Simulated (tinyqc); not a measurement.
MOS capacitor on a p-type substrate, surface potential from the exact charge relation: two steps of the calculation.

Uniform p-type substrate, Boltzmann statistics, full ionisation, classical densities. psi is the surface potential against the body (positive when the bands bend down) and u = psi/Vt. Traps are spread evenly over the gap and neutral at flat band, so their charge is -q Dit psi; the minority quasi-Fermi level is shifted by Vb.

Parameters, values chosen for the exercise; band and dielectric values close to those of 4H silicon carbide: temperature T = 400 K; band gap Eg = 3.31 eV; relative permittivity eps_r = 9.56; conduction-band density of states at T Nc = 2.57e19 cm^-3; valence-band density of states at T Nv = 3.88e19 cm^-3; electron affinity chi = 3.53 eV; acceptor density of the substrate N = 2.4e16 cm^-3; relative permittivity of the gate insulator (close to silicon dioxide) eox = 3.9; insulator thickness tox = 2.2 nm; gate work function phiM = 4.49 eV; fixed charge at the interface, in units of q Nf = -5.6e10 cm^-2; density of interface traps Dit = 0 cm^-2 eV^-1; reverse bias of the inversion layer against the body Vb = 1.7 V; gate voltage against the body Vg = 3.4 V.

Constants: q = 1.602176634e-19 C, kB = 1.380649e-23 J/K, Vt = kB T/q, eps0 = 8.8541878128e-14 F/cm where lengths are in cm. Results are converted to the units shown.

Problem 1. Flat band, threshold and scales. ni = sqrt(Nc Nv) exp(-Eg/(2 Vt)), Eg in volts; phiF = Vt ln(N/ni); Cox = eps0 eox/tox; Vfb = phiM - chi - (Eg - Vt ln(Nv/N)) - q Nf/Cox; Q0 = sqrt(2 eps0 eps_r q N Vt); r = (ni/N)^2 exp(-Vb/Vt); VT = Vfb + [(2 phiF + Vb)(1 + q Dit/Cox) + sqrt(2 eps0 eps_r q N (2 phiF + Vb))/Cox].

Give: ni; phiF; Cox; Vfb; Q0; r; VT.

Solution 1.

ni = 0.044392 cm^-3
phiF = 1.4074 V
Cox = 1.5696 uF/cm^2
Vfb = -2.0896 V
Q0 = 14.979 nC/cm^2
r = 1.3035e-57
VT = 2.5345 V

Problem 2. Newton step for the surface potential. u = psi/Vt; F^2 = exp(-u) + u - 1 + r (exp(u) - u - 1); Qs = -sign(u) Q0 F; Cs = -dQs/dpsi = (Q0/Vt) |1 - exp(-u) + r (exp(u) - 1)|/(2 F). f = Vfb + psi + (q Dit psi - Qs)/Cox - Vg, f' = 1 + (Cs + q Dit)/Cox, psi(new) = psi - f/f'.

psi at the start = 0.034469333 V
Cox = 1.5696060 uF/cm^2
Vfb = -2.0896202 V
Q0 = 14.979440 nC/cm^2
r = 1.3035287e-57

Wanted: u; F; Qs; Cs; f; f'; psi after iteration 1.

Solution 2.

u = 1.0000
F = 0.60653
Qs = -9.0855 nC/cm^2
Cs = 0.22645 uF/cm^2
f = -5.4494 V
f' = 1.1443
psi after iteration 1 = 4.7968 V

Computed by the program tinyqc: `OMP_NUM_THREADS=1 python tinyqc.py 2060168 2060169 out.jsonl`, one thread of a shared Intel Xeon 2.30GHz, about 0.01 s for the whole run.
